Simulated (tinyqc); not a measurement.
Hubbard chain of 6 sites, step by step. Computed by tinyqc, a small Python program that keeps every step. Settings: hopping = 0.56, U = 8.4, mixing = 0.5, iteration cap = 70. Command: `OMP_NUM_THREADS=1 python tinyqc.py 21642 21643 out.jsonl` (the two numbers bound the seeds that draw the settings). One thread of a shared host (Intel(R) Xeon(R) Processor @ 2.60GHz), about 0.2 s of CPU time with the checks.

one-body matrix (hopping and site energies) (eV), order 1, 2, 3, 4, 5, 6:
$$\begin{pmatrix}
0.000000 & -0.560000 & 0.000000 & 0.000000 & 0.000000 & 0.000000 \\
-0.560000 & 0.000000 & -0.560000 & 0.000000 & 0.000000 & 0.000000 \\
0.000000 & -0.560000 & 0.000000 & -0.560000 & 0.000000 & 0.000000 \\
0.000000 & 0.000000 & -0.560000 & 0.000000 & -0.560000 & 0.000000 \\
0.000000 & 0.000000 & 0.000000 & -0.560000 & 0.000000 & -0.560000 \\
0.000000 & 0.000000 & 0.000000 & 0.000000 & -0.560000 & 0.000000
\end{pmatrix}$$

U = 8.400000 eV

electrons, up and down: [5, 3]

n(up) at the start (a guess, not normalised): 1 1.000000, 2 0.533000, 3 1.000000, 4 0.533000, 5 1.000000, 6 0.533000

n(down) at the start (a guess): 1 0.200000, 2 0.800000, 3 0.200000, 4 0.800000, 5 0.200000, 6 0.800000

Each step fills the lowest levels of T + U n(other spin) and sets n(new) = n + mixing (n(out) - n); stop when output and input agree to 1e-8.

Course of the cycle:
```
iteration       E (eV)  largest |n(out) - n(in)|  mean |n_up - n_down|
1          16.25712826                  3.63e-01              0.625276
2          16.17634753                  2.35e-01              0.618165
3          16.09053034                  2.67e-01              0.609266
4          15.90947878                  1.87e-01              0.624924
5          15.67289252                  2.64e-01              0.647788
6          15.46689504                  1.77e-01              0.656038
7          15.35200696                  1.72e-01              0.659059
8          15.30566566                  1.80e-01              0.659400
9          15.28895827                  1.47e-01              0.658969
10         15.28202699                  1.07e-01              0.658291
11         15.27864766                  7.44e-02              0.657591
...                ...                       ...                   ...
60         15.27442843                  5.54e-07              0.654537
61         15.27442843                  4.42e-07              0.654537
62         15.27442843                  3.53e-07              0.654537
63         15.27442843                  2.81e-07              0.654537
64         15.27442843                  2.24e-07              0.654537
65         15.27442843                  1.79e-07              0.654537
66         15.27442843                  1.43e-07              0.654537
67         15.27442843                  1.14e-07              0.654537
68         15.27442843                  9.08e-08              0.654537
69         15.27442843                  7.24e-08              0.654537
70         15.27442843                  5.78e-08              0.654537
```

Can the last value be used, and what does the course show?

Not by the stop rule, although the second column moves by less than 1e-07 over the last three steps. Not converged within 70 iterations: the residual falls steadily but slowly, by a factor of about 0.80 a step. The lowest mean-field energy found from random starts is 15.18886 eV. Reruns (cap 100 unless said): mixing 0.2: not converged; mixing 0.9: not converged; the original settings with a cap of 400: converged in 78 to a higher stationary point (E = 15.27443).
